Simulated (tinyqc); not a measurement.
Zener tunnelling in a reverse-biased junction, two-band WKB: one step of the calculation.

Abrupt p-n junction, depletion approximation. Energies E are counted from the conduction-band edge of the neutral n side; its Fermi level lies at dn, that of the p side at dn - V, and the valence-band edge of the neutral p side at Em = dn + dp - V. Tunnelling needs 0 < E < Em. Two-band dispersion with equal masses m: inside the gap kappa = sqrt(m u (1 - u/Eg)/C), u the distance from a band edge, C = hbar^2/(2 m0).

Problem. Current density on a coarse grid. J = KJ exp(-S) Eb times the integral from 0 to Em of [f(E - dn) - f(E - dn + V)] [1 - exp(-min(E, Em - E)/Eb)] dE, f(x) = 1/(1 + exp(x/Vt)), with S and Eb from the mean field; J > 0 flows from p to n. KJ = (2 q^2/h) m/(4 pi C) (times 1e14 for A/cm^2 per eV^2). Simpson's rule on nE equally spaced points from 0 to Em.

Inputs (values chosen for the exercise); band and dielectric values close to those of indium arsenide:
- T = 300 K (temperature)
- m = 0.022 m0 (band-edge mass of the two-band model)
- V = -0.97 V (bias of the p side)
- nE = 9 (points of the energy grid)

Constants: q = 1.602176634e-19 C, kB = 1.380649e-23 J/K, hbar = 1.054571817e-34 J s, h = 6.62607015e-34 J s, m0 = 9.1093837015e-31 kg, Vt = kB T/q, hbar^2/(2 m0) = 0.0380998212 eV nm^2. Results are converted to the units shown.

dn = 0.39762368 eV
dp = 0.050812914 eV
S = 2.0780912
Eb = 41.504434 meV

Wanted: E; difference of the f; transverse factor; integral; KJ; J.

Solution.

```
point  E (eV)  difference of the f  transverse factor
0       0.000                0.000              0.000
1       0.177                0.000              0.986
2       0.355               -0.159              1.000
3       0.532               -0.994              1.000
4       0.709               -1.000              1.000
5       0.887               -1.000              1.000
6       1.064               -1.000              1.000
7       1.241               -0.993              0.986
8       1.418               -0.123              0.000
```

integral = -0.9581 eV
KJ = 3.560e8 A/(cm^2 eV^2)
J = -1.772e6 A/cm^2

Range of the model: Parabolic densities of states, no band tails and no gap narrowing, all of which matter at such doping.

Program tinyqc, `OMP_NUM_THREADS=1 python tinyqc.py 2620167 2620168 out.jsonl`; Intel Xeon 2.30GHz, shared host, one thread, about 0.01 s.
